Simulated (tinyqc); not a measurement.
# From fracture stress, inner crack back to flaw half length a

Model: thermal stress, cracking, delamination and buckling of a thin film; Griffith cracks and misfitting inclusions. Computed by tinyqc, a small Python program. Command: `OMP_NUM_THREADS=1 python tinyqc.py 3013381 3013382 out.jsonl filmcrack inv`. One thread of a shared host (Intel(R) Xeon(R) Processor @ 2.30GHz), about 0.08 s of CPU time with the checks.

Isotropic linear elasticity; the substrate is much thicker than the film; stress is positive in tension.

Inputs (values chosen for the exercise, modelled on an aluminium film on silicon): substrate Young's modulus E_s = 157 GPa; substrate Poisson ratio nu_s = 0.25; substrate surface energy gamma_s = 1.8 J/m^2.

Method. Through crack of length 2a in plane strain: K_Ic = sqrt(2 gamma_s E_s/(1 - nu_s^2)); fracture stress = K_Ic/sqrt(pi a). An edge crack of depth a has K larger by 1.1215.

Task: A run gave the result below. Find the flaw half length a, known to lie between 0.078 and 0.27 micrometre.

fracture stress, inner crack = 1112.332 MPa

Result:

Each step takes the trial c = (a f_b - b f_a)/(f_b - f_a), f being the result less the target and a, b, c the logarithms of the listed values; c replaces end b, the old b replaces a if the sign of f changed, and otherwise f_a is halved.

Scan of the range:
```
flaw half length a (micrometre)  fracture stress, inner crack (MPa)
0.0780                                                      1568.53
0.0959                                                      1414.59
0.1180                                                      1275.26
0.1450                                                      1150.42
0.1780                                                      1038.32
0.2200                                                       933.96
0.2700                                                       843.06
```

False position (Illinois rule, in the logarithm of the input) inside the bracket:
```
step     end a     end b     trial  fracture stress, inner crack (MPa)
1     0.145000  0.178000  0.155462                             1111.04
2     0.145000  0.155462  0.154774                             1113.50
3     0.155462  0.154774  0.155100                             1112.33
4     0.154774  0.155100  0.155100                             1112.33
```

Fracture stress, inner crack falls at every point of a 13-point scan of the range (every second point is shown), so one value fits; it is bracketed by 0.145 and 0.178. The scan shows a pure power law with exponent -0.5000, so scaling from any one row also gives the answer directly. Answer: flaw half length a = 0.1551 micrometre.
